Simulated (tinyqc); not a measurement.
From results back to parameters: interface roughness in a thin film (subband fluctuation and scattering). Two cases, with inputs chosen for the exercise.

Problem. The screened mobility was computed from a hidden rms height D.

Gaussian roughness spectrum S(q) = pi D^2 Lc^2 exp(-q^2 Lc^2/4). Degenerate gas, taken to fill one subband (the second starts to fill once c kF^2/md exceeds E2 - E1, which is not tested here): kF = sqrt(2 pi Ns/gv), q = 2 kF sin(theta/2), 1/tau = (md/(2 pi c hbar)) G^2 times the integral from 0 to pi of S(q)(1 - cos theta)/eps(q)^2 dtheta, eps(q) = 1 + qs/q with screening (qs = gv md q0/(c eps), q0 = e^2/(4 pi eps0), form factors left out, which overstates the screening; other scattering is left out too, so these values lie far above measured mobilities in all but the thinnest films) or 1 without; mobility = tau c2/md with c2 = e/m0 = 1.75882e15 cm^2/(V s^2); 1e12/cm^2 = 1e-4/angstrom^2.

Constants: hbar^2/2m0 = 3.80998211 eV angstrom^2; hbar = 6.58211957e-16 eV s; e^2/(4 pi eps0) = 14.39964547 eV angstrom.

Case 1.

Values chosen (near those of a thin GaN channel; not measured data): md = 0.206 m0 (mass in the plane); gv = 1 (valleys); Lc = 58 angstrom (correlation length); Ns = 9.6 x 1e12/cm^2 (sheet density); eps = 9.7 (mean dielectric constant at the channel).

G = |dE1/dt| = 1.9732 meV/angstrom
mobility = 2.22402e+06 cm^2/(V s)

Case 2.

Values chosen (near those of a thin Ge channel on (111), one valley; not measured data): md = 0.08 m0 (mass in the plane); gv = 1 (valleys); Lc = 40 angstrom (correlation length); Ns = 0.6 x 1e12/cm^2 (sheet density); eps = 12.3 (mean dielectric constant at the channel).

G = |dE1/dt| = 5.1490 meV/angstrom
mobility = 3951.07 cm^2/(V s)

Find: mobility for D = 1 angstrom; D.

Solution. The mobility goes as 1/D^2, so D is the square root of the ratio. One value fixes only D^2 times a function of Lc; a second density is needed to part the two.

Case 1.

mobility for D = 1 angstrom = 7.206e+06 cm^2/(V s)
D = 1.80 angstrom

Case 2.

mobility for D = 1 angstrom = 5.121e+04 cm^2/(V s)
D = 3.60 angstrom

Computed by tinyqc, one run a case: `OMP_NUM_THREADS=1 python tinyqc.py N N+1 out.jsonl` with N = 1282754, 1282765; one thread of a shared Intel(R) Xeon(R) Processor @ 2.30GHz, about 0.01 s a run at most.
